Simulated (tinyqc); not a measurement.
Electron continuity equation in a given potential, Scharfetter-Gummel discretisation: two steps of the calculation.

Steady state in one dimension: J = q mu n E + q D dn/dx with E = -dpsi/dx and D = mu Vt, dJ/dx = q (n/tau - G), fixed densities nL and nR at the ends. The potential is given, psi = U x/L - Ub exp(-((x/L - xb)/sb)^2), and is not changed by the electrons.

Inputs (values chosen for the exercise); mobility close to that of indium phosphide at room temperature: temperature T = 250 K; electron mobility mu = 4950 cm^2/(V s); length of the region L = 19 um; density at x = 0 nL = 1.3e13 cm^-3; density at x = L nR = 0 cm^-3; lifetime tau = 2.5e-9 s; uniform generation rate G = 0 cm^-3 s^-1.

Constants: q = 1.602176634e-19 C, kB = 1.380649e-23 J/K, Vt = kB T/q. Results are converted to the units shown.

Question 1. Bernoulli factors. d_i = (psi_(i+1) - psi_i)/Vt; B(d) = d/(exp(d) - 1), B(0) = 1. The flux on interval i is J_i = (q D/h) [n_(i+1) B(d_i) - n_i B(-d_i)].

psi, node 0 to 8 (V): -0.00000005  0.03494341  0.06236673  -0.01255325  -0.06667087  0.13351944  0.20904955  0.24499751  0.28000000

Give: d_i; B(d_i); B(-d_i).

Answer 1.

```
interval     d_i    B(d_i)  B(-d_i)
0          1.622    0.3992    2.021
1          1.273    0.4951    1.768
2         -3.478     3.588   0.1108
3         -2.512     2.734   0.2217
4          9.292  8.561e-4    9.293
5          3.506    0.1085    3.614
6          1.669    0.3876    2.056
7          1.625    0.3985    2.023
```

The largest |d_i| is 9.29, above 2, where central differences lose the sign pattern that keeps densities positive.

Question 2. Tridiagonal system for the inner nodes. Row i (1 to 7): B(-d_(i-1)) n_(i-1) + b_i n_i + B(d_i) n_(i+1) = f_i with b_i = -B(-d_i) - B(d_(i-1)) - h^2/(D tau) and f_i = -G h^2/D; the known end values are moved to the right: f_1 loses B(-d_0) nL and f_7 loses B(d_7) nR. h = L/8, D = mu Vt.

```
interval        B(d_i)     B(-d_i)
0           0.39919006   2.0211982
1           0.49505065   1.7679881
2            3.5884531  0.11081204
3            2.7337510  0.22171532
4         8.5607335e-4   9.2933048
5           0.10849847   3.6144602
6           0.38761093   2.0562462
7           0.39850197   2.0232499
```

Wanted: diagonal b; right side f.

Answer 2.

```
node  diagonal b  right side f (cm^-3)
1         -2.379             -2.628e13
2        -0.8174                     0
3         -4.022                     0
4         -12.24                     0
5         -3.827                     0
6         -2.376                     0
7         -2.622                     0
```

Numbers from tinyqc (`OMP_NUM_THREADS=1 python tinyqc.py 2220103 2220104 out.jsonl`; about 0.01 s on one thread of a shared Intel Xeon 2.30GHz).
